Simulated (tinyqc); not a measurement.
## Scattering mobility, thermal velocity and mass from two apparent mobilities

Problem. 1/mu_app = 1/mu_0 + 1/mu_B with the ballistic mobility mu_B = vT L/(2 Vt) and vT = sqrt(2 kB T/(pi m)) (non-degenerate carriers); the mean free path is 2 Vt mu_0/vT. Find mu_0, vT, m and the mean free path.

Inputs (values chosen for the exercise): temperature T = 350 K.

Constants: q = 1.602176634e-19 C, kB = 1.380649e-23 J/K, m0 = 9.1093837015e-31 kg, Vt = kB T/q. Results are converted to the units shown.

apparent mobility at L = 15 and 400 nm (cm^2/(V s)): 191.79135  934.12113

Solution. 1/mu_app is linear in 1/L: the slope is 2 Vt/vT and the intercept 1/mu_0.

mu_0 = 1100 cm^2/(V s)
vT = 9.341e6 cm/s
m = 0.3870 m0
mean free path = 71.03 nm

Computed by the program tinyqc: `OMP_NUM_THREADS=1 python tinyqc.py 2380110 2380111 out.jsonl`, one thread of a shared Intel Xeon 2.30GHz, about 0.01 s for the whole run.
